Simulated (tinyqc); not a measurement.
From results back to parameters: cyclotron resonance of ellipsoidal valleys, Ge type.

Problem. The cyclotron masses of the valleys [111] and [11-1] at this angle were computed from hidden ml and mt.

Valleys along [111], [-111], [1-11], [11-1], mass ml along the axis and mt across it. B lies in the (1-10) plane, b = (sin(theta)/sqrt2, sin(theta)/sqrt2, cos(theta)). For the angle phi between B and the axis, 1/mc^2 = cos^2(phi)/mt^2 + sin^2(phi)/(mt ml). Resonance: h nu = 2 muB B/mc, h = 2 pi hbar.

Values chosen for the exercise (out of a larger set: near those of Ge; not measured data): theta = 39 degrees (angle of B from [001] towards [110]).

mc of [111] = 0.083987 m0
mc of [11-1] = 0.347868 m0

Find: X = 1/mt^2; Y = 1/(mt ml); mt; ml.

Solution. With cos^2(phi) = 0.9265 and 0.0042, the two values of 1/mc^2 are linear equations for X and Y; mt = 1/sqrt(X), ml = sqrt(X)/Y.

X = 1/mt^2 = 152.42
Y = 1/(mt ml) = 7.649
mt = 0.081 m0
ml = 1.61 m0

(tinyqc, `OMP_NUM_THREADS=1 python tinyqc.py 1281167 1281168 out.jsonl`, Intel(R) Xeon(R) Processor @ 2.30GHz, 1 thread, shared host, about 0.01 s.)
